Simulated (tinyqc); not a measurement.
# Changing the hopping xi

Model: Gupta-type many-body potential for a metal. Computed by tinyqc, a small Python program. Command: `OMP_NUM_THREADS=1 python tinyqc.py 3011648 3011649 out.jsonl gupta sweep`. One thread of a shared host (Intel(R) Xeon(R) Processor @ 2.30GHz), about 0.02 s of CPU time with the checks.

E_i = sum_j A exp(-p (r_ij/r0 - 1)) - xi rho_i^gamma, with rho_i = sum_j exp(-2 q (r_ij/r0 - 1)); gamma = 1/2 is the tight-binding second-moment form. The crystal is fcc unless stated; d is the neighbour distance and a fixed number of shells is kept.

Inputs (values chosen for the exercise, for a model metal):
```
quantity                   value      unit
repulsion A               0.0948        eV
decay p                     9.58         -
decay q                     3.59         -
reference distance r0      3.501  angstrom
shells kept                    3         -
embedding exponent gamma    0.45         -
```

Constants: 1 eV/angstrom^3 = 160.2176634 GPa.

Method:
- fcc shells: d sqrt(k), k = 1..5, with 12, 6, 24, 12, 24 atoms; Omega = d^3/sqrt2.
- Equilibrium: dE/dd = 0; B = d^2 E''(d)/(9 Omega).
- Repulsion and density of one neighbour in each shell, and their sums.
- Each neighbour j of the vacancy loses one repulsive term and one density term: E_v = sum_shells count x {-repulsion - xi [(rho - density)^gamma - rho^gamma]}. (The removed atom returns to a bulk-like site, so its own energy cancels.)

One run for each value; columns: (1) hopping xi (eV); (2) cohesive energy E_c (eV); (3) neighbour distance d (angstrom); (4) bulk modulus B (GPa); (5) vacancy energy E_v (eV):
```
(1)       (2)     (3)     (4)      (5)
0.819  1.4501  3.6567  25.550  0.26246
0.936  1.7758  3.5825  31.975  0.32069
1.050  2.1143  3.5187  38.806  0.38103
1.170  2.4919  3.4585  46.587  0.44815
1.290  2.8904  3.4043  54.960  0.51877
1.400  3.2731  3.3588  63.146  0.58644
1.520  3.7089  3.3130  72.623  0.66330
1.640  4.1632  3.2707  82.662  0.74322
```

What does the table show, and why?

Over the rows, cohesive energy E_c (eV) rises from 1.45 to 4.16 (exponent d ln y / d ln x about 1.5 throughout); neighbour distance d (angstrom) falls from 3.66 to 3.27 (exponent d ln y / d ln x -0.15 between the first rows and -0.17 between the last); bulk modulus B (GPa) rises from 25.5 to 82.7 (exponent d ln y / d ln x about 1.7 throughout). With one shell E_c scales exactly as xi^(p/(p - 2 q gamma)), exponent 1.509: stronger attraction also shortens the bonds.
